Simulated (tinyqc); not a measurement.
Inside a calculation. Method: Hueckel theory of the pi electrons with the omega technique, for the molecule c1ccc(-c2ccccc2)cc1 (SMILES; centres numbered as the heavy atoms are written). Computed by tinyqc, a small Python program that keeps every step. Settings: charge = 0, omega = 1.0, damping = 0.7. Command: `OMP_NUM_THREADS=1 python tinyqc.py 28578 28579 out.jsonl` (the two numbers bound the seeds that draw the settings). One thread of a shared host (Intel(R) Xeon(R) Processor @ 2.60GHz), about 0.01 s of CPU time with the checks.

## The Hueckel matrix

Centres:
```
centre  z_r, pi electrons of the neutral centre       h
1C                                            1  0.0000
2C                                            1  0.0000
3C                                            1  0.0000
4C                                            1  0.0000
5C                                            1  0.0000
6C                                            1  0.0000
7C                                            1  0.0000
8C                                            1  0.0000
9C                                            1  0.0000
10C                                           1  0.0000
11C                                           1  0.0000
12C                                           1  0.0000
```

Bonds:
```
i    j  k
1    2  1
2    3  1
3    4  1
4    5  1
5    6  1
6    7  1
7    8  1
8    9  1
9   10  1
4   11  1
11  12  1
12   1  1
10   5  1
```

H_rr = alpha + h_r beta, H_rs = k_rs beta for bonded centres.

Hueckel matrix in units of beta (H = alpha + beta A):
```
         1C      2C      3C      4C      5C      6C      7C      8C
1C   0.0000  1.0000  0.0000  0.0000  0.0000  0.0000  0.0000  0.0000
2C   1.0000  0.0000  1.0000  0.0000  0.0000  0.0000  0.0000  0.0000
3C   0.0000  1.0000  0.0000  1.0000  0.0000  0.0000  0.0000  0.0000
4C   0.0000  0.0000  1.0000  0.0000  1.0000  0.0000  0.0000  0.0000
5C   0.0000  0.0000  0.0000  1.0000  0.0000  1.0000  0.0000  0.0000
6C   0.0000  0.0000  0.0000  0.0000  1.0000  0.0000  1.0000  0.0000
7C   0.0000  0.0000  0.0000  0.0000  0.0000  1.0000  0.0000  1.0000
8C   0.0000  0.0000  0.0000  0.0000  0.0000  0.0000  1.0000  0.0000
9C   0.0000  0.0000  0.0000  0.0000  0.0000  0.0000  0.0000  1.0000
10C  0.0000  0.0000  0.0000  0.0000  1.0000  0.0000  0.0000  0.0000
11C  0.0000  0.0000  0.0000  1.0000  0.0000  0.0000  0.0000  0.0000
12C  1.0000  0.0000  0.0000  0.0000  0.0000  0.0000  0.0000  0.0000

         9C     10C     11C     12C
1C   0.0000  0.0000  0.0000  1.0000
2C   0.0000  0.0000  0.0000  0.0000
3C   0.0000  0.0000  0.0000  0.0000
4C   0.0000  0.0000  1.0000  0.0000
5C   0.0000  1.0000  0.0000  0.0000
6C   0.0000  0.0000  0.0000  0.0000
7C   0.0000  0.0000  0.0000  0.0000
8C   1.0000  0.0000  0.0000  0.0000
9C   0.0000  1.0000  0.0000  0.0000
10C  1.0000  0.0000  0.0000  0.0000
11C  0.0000  0.0000  0.0000  1.0000
12C  0.0000  0.0000  1.0000  0.0000
```

## Orbitals, round 1

pi electrons, sum of z_r less the charge = 12

Diagonalise; E = alpha + x beta with beta < 0, so the largest x are filled first; degenerate levels share their electrons. P = sum n_i c_ri c_si; each orbital has its largest coefficient positive (the first on a tie).

x values: 2.2784  1.8912  1.3174  1.0000  1.0000  0.7046  -0.7046  -1.0000  -1.0000  -1.3174  -1.8912  -2.2784

occupations: 2.0000  2.0000  2.0000  2.0000  2.0000  2.0000  0.0000  0.0000  0.0000  0.0000  0.0000  0.0000

coefficients:
```
        MO1      MO2      MO3      MO4      MO5      MO6      MO7      MO8
1C   0.1831   0.3399   0.4388   0.0000   0.0000   0.3980   0.3980   0.0000
2C   0.2086   0.3214   0.2891   0.4779  -0.1470   0.1402  -0.1402   0.4649
3C   0.2921   0.2679  -0.0580   0.4779  -0.1470  -0.2992  -0.2992  -0.4649
4C   0.4570   0.1853  -0.3655   0.0000   0.0000  -0.3510   0.3510   0.0000
5C   0.4570  -0.1853  -0.3655   0.0000   0.0000   0.3510   0.3510   0.0000
6C   0.2921  -0.2679  -0.0580   0.1470   0.4779   0.2992  -0.2992   0.1840
7C   0.2086  -0.3214   0.2891   0.1470   0.4779  -0.1402  -0.1402  -0.1840
8C   0.1831  -0.3399   0.4388   0.0000   0.0000  -0.3980   0.3980   0.0000
9C   0.2086  -0.3214   0.2891  -0.1470  -0.4779  -0.1402  -0.1402   0.1840
10C  0.2921  -0.2679  -0.0580  -0.1470  -0.4779   0.2992  -0.2992  -0.1840
11C  0.2921   0.2679  -0.0580  -0.4779   0.1470  -0.2992  -0.2992   0.4649
12C  0.2086   0.3214   0.2891  -0.4779   0.1470   0.1402  -0.1402  -0.4649

         MO9     MO10     MO11     MO12
1C    0.0000   0.4388   0.3399  -0.1831
2C   -0.1840  -0.2891  -0.3214   0.2086
3C    0.1840  -0.0580   0.2679  -0.2921
4C    0.0000   0.3655  -0.1853   0.4570
5C    0.0000  -0.3655  -0.1853  -0.4570
6C    0.4649   0.0580   0.2679   0.2921
7C   -0.4649   0.2891  -0.3214  -0.2086
8C    0.0000  -0.4388   0.3399   0.1831
9C    0.4649   0.2891  -0.3214  -0.2086
10C  -0.4649   0.0580   0.2679   0.2921
11C  -0.1840  -0.0580   0.2679  -0.2921
12C   0.1840  -0.2891  -0.3214   0.2086
```

charge and bond-order matrix P:
```
          1C       2C       3C       4C       5C       6C       7C       8C
1C    1.0000   0.6601   0.0000  -0.3069   0.0000   0.1121   0.0000  -0.0956
2C    0.6601   1.0000   0.6766   0.0000  -0.0414   0.0000   0.0082   0.0000
3C    0.0000   0.6766   1.0000   0.6188   0.0000  -0.1452   0.0000   0.1121
4C   -0.3069   0.0000   0.6188   1.0000   0.3697   0.0000  -0.0414   0.0000
5C    0.0000  -0.0414   0.0000   0.3697   1.0000   0.6188   0.0000  -0.3069
6C    0.1121   0.0000  -0.1452   0.0000   0.6188   1.0000   0.6766   0.0000
7C    0.0000   0.0082   0.0000  -0.0414   0.0000   0.6766   1.0000   0.6601
8C   -0.0956   0.0000   0.1121   0.0000  -0.3069   0.0000   0.6601   1.0000
9C    0.0000   0.0082   0.0000  -0.0414   0.0000  -0.3234   0.0000   0.6601
10C   0.1121   0.0000  -0.1452   0.0000   0.6188   0.0000  -0.3234   0.0000
11C   0.0000  -0.3234   0.0000   0.6188   0.0000  -0.1452   0.0000   0.1121
12C   0.6601   0.0000  -0.3234   0.0000  -0.0414   0.0000   0.0082   0.0000

          9C      10C      11C      12C
1C    0.0000   0.1121   0.0000   0.6601
2C    0.0082   0.0000  -0.3234   0.0000
3C    0.0000  -0.1452   0.0000  -0.3234
4C   -0.0414   0.0000   0.6188   0.0000
5C    0.0000   0.6188   0.0000  -0.0414
6C   -0.3234   0.0000  -0.1452   0.0000
7C    0.0000  -0.3234   0.0000   0.0082
8C    0.6601   0.0000   0.1121   0.0000
9C    1.0000   0.6766   0.0000   0.0082
10C   0.6766   1.0000  -0.1452   0.0000
11C   0.0000  -0.1452   1.0000   0.6766
12C   0.0082   0.0000   0.6766   1.0000
```

Within a degenerate level the vectors are fixed only up to a rotation; this is one choice.

## Omega technique, round 1

h_r = h_r(0) + omega q_r, omega = 1, with q_r = z_r - P_rr; 0.7 of the old diagonal is kept.

matrix after round 1:
```
         1C      2C      3C      4C      5C      6C      7C      8C
1C   0.0000  1.0000  0.0000  0.0000  0.0000  0.0000  0.0000  0.0000
2C   1.0000  0.0000  1.0000  0.0000  0.0000  0.0000  0.0000  0.0000
3C   0.0000  1.0000  0.0000  1.0000  0.0000  0.0000  0.0000  0.0000
4C   0.0000  0.0000  1.0000  0.0000  1.0000  0.0000  0.0000  0.0000
5C   0.0000  0.0000  0.0000  1.0000  0.0000  1.0000  0.0000  0.0000
6C   0.0000  0.0000  0.0000  0.0000  1.0000  0.0000  1.0000  0.0000
7C   0.0000  0.0000  0.0000  0.0000  0.0000  1.0000  0.0000  1.0000
8C   0.0000  0.0000  0.0000  0.0000  0.0000  0.0000  1.0000  0.0000
9C   0.0000  0.0000  0.0000  0.0000  0.0000  0.0000  0.0000  1.0000
10C  0.0000  0.0000  0.0000  0.0000  1.0000  0.0000  0.0000  0.0000
11C  0.0000  0.0000  0.0000  1.0000  0.0000  0.0000  0.0000  0.0000
12C  1.0000  0.0000  0.0000  0.0000  0.0000  0.0000  0.0000  0.0000

         9C     10C     11C     12C
1C   0.0000  0.0000  0.0000  1.0000
2C   0.0000  0.0000  0.0000  0.0000
3C   0.0000  0.0000  0.0000  0.0000
4C   0.0000  0.0000  1.0000  0.0000
5C   0.0000  1.0000  0.0000  0.0000
6C   0.0000  0.0000  0.0000  0.0000
7C   0.0000  0.0000  0.0000  0.0000
8C   1.0000  0.0000  0.0000  0.0000
9C   0.0000  1.0000  0.0000  0.0000
10C  1.0000  0.0000  0.0000  0.0000
11C  0.0000  0.0000  0.0000  1.0000
12C  0.0000  0.0000  1.0000  0.0000
```

## Convergence

Each round sets h_r = h_r(0) + omega (z_r - P_rr), keeping the share named as damping of the old diagonal; repeat until output and input diagonals agree to 1e-6.

Rounds:
```
round  sum n x  largest |h(out) - h(in)|
1      16.3834                  8.88e-16
```

Converged in 1 rounds.

## Energy, charges, bond orders

E = sum n x; q_r = z_r - P_rr; bond order p = P_rs; free valence = sqrt(3) - sum of p over the bonds of the atom.

pi energy = 12 alpha + this times beta = 16.3834

pi charges: 1C 0.0000, 2C 0.0000, 3C 0.0000, 4C 0.0000, 5C 0.0000, 6C 0.0000, 7C 0.0000, 8C 0.0000, 9C 0.0000, 10C 0.0000, 11C 0.0000, 12C 0.0000

Bond orders and lengths from R = 1.517 - 0.180 p (angstrom, C-C alone):
```
bond        p       R
1-2    0.6601  1.3982
2-3    0.6766  1.3952
3-4    0.6188  1.4056
4-5    0.3697  1.4505
5-6    0.6188  1.4056
6-7    0.6766  1.3952
7-8    0.6601  1.3982
8-9    0.6601  1.3982
9-10   0.6766  1.3952
4-11   0.6188  1.4056
11-12  0.6766  1.3952
12-1   0.6601  1.3982
10-5   0.6188  1.4056
```

free valence of the carbons: 1C 0.4118, 2C 0.3953, 3C 0.4367, 4C 0.1249, 5C 0.1249, 6C 0.4367, 7C 0.3953, 8C 0.4118, 9C 0.3953, 10C 0.4367, 11C 0.4367, 12C 0.3953

gap between the highest filled and the next level = 1.4092 |beta|
